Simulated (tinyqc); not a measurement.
Voltage acceleration of oxide breakdown, four models on the same data: one step of the calculation.

Field E = V/tox in MV/cm. Models: ln(t63/1 s) = a - c X with X = E (E model), -1/E (1/E model), ln V (power law, c the exponent n) or sqrt(E).

Task. Projection to use conditions. Project to Vu, multiply by exp[(Ea q/kB)(1/Tu - 1/Ts)] and by ks; ten years are 3.15576e8 s. The largest voltage for ten years solves the same relation for V.

Parameters, values chosen for the exercise:
```
symbol    value  unit                         meaning
tox           2    nm                 oxide thickness
Vu          1.4     V                     use voltage
Ts          398     K              stress temperature
Tu          328     K                 use temperature
Ea         0.64    eV               activation energy
ks      0.00079        factor for area and percentile
```

Constants: q = 1.602176634e-19 C, kB = 1.380649e-23 J/K. Results are converted to the units shown.

c, model E to sqrt E: [3.2678984, 612.00879, 44.927268, 24.261725]
a, model E to sqrt E: [53.142827, -36.859227, 53.378289, 98.034721]

Wanted: temperature factor; lifetime; largest voltage for ten years.

Result.

temperature factor = 53.647
lifetime, model E to sqrt E (years): [18754, 1.2320e13, 5.5569e7, 6.7055e5]
largest voltage for ten years, model E to sqrt E (V): [1.8612, 2.0541, 1.9781, 1.9267]

The lifetimes span 8.82 decades, from the E model (most cautious) to the 1/E model; the allowed voltage spans 1.86 to 2.05 V. 4 of the four models pass ten years at Vu. Lifetimes beyond a thousand years are formal extrapolations.

Range of the model: All four laws are empirical fits; none is established far below the stress range.

Program tinyqc, `OMP_NUM_THREADS=1 python tinyqc.py 2070145 2070146 out.jsonl`; Intel Xeon 2.30GHz, shared host, one thread, about 0.01 s.
